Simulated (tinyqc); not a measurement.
Hopping conduction between localised states: one step, computed by the program tinyqc.

Energies are counted from the Fermi level. A small network shows the mechanism; the laws of an infinite system follow.

Task: Pair exponents. Miller-Abrahams exponent s_ij = 2 r_ij/xi + (|E_i| + |E_j| + |E_i - E_j|)/(2 k_B T); G_ij = G_0 exp(-s_ij). The diagonal is set to 0 and not used.

Inputs (values chosen for the exercise, for a model amorphous semiconductor): localisation length xi = 0.87 nm; temperature T = 420 K.

Dimension: 3D.

sites of the small network (nm, nm, meV):
```
,x,y,energy
1,0,1.82,8.61
2,2.23,0.35,-21.95
3,4.36,2.23,30.25
4,5.25,0.36,-1.72
5,7.21,1.03,-22.75
6,9.4,2.31,2.31
```

Constants: k_B = 8.617333262e-05 eV/K.

Give: s_ij.

Result:

s_ij, lower triangle (symmetric):
```
,1,2,3,4,5,6
1,0.00
2,6.98,0.00
3,10.90,7.97,0.00
4,12.81,7.55,5.64,0.00
5,17.54,12.18,8.57,5.39,0.00
6,21.88,17.76,12.42,10.65,6.52,0.00
```
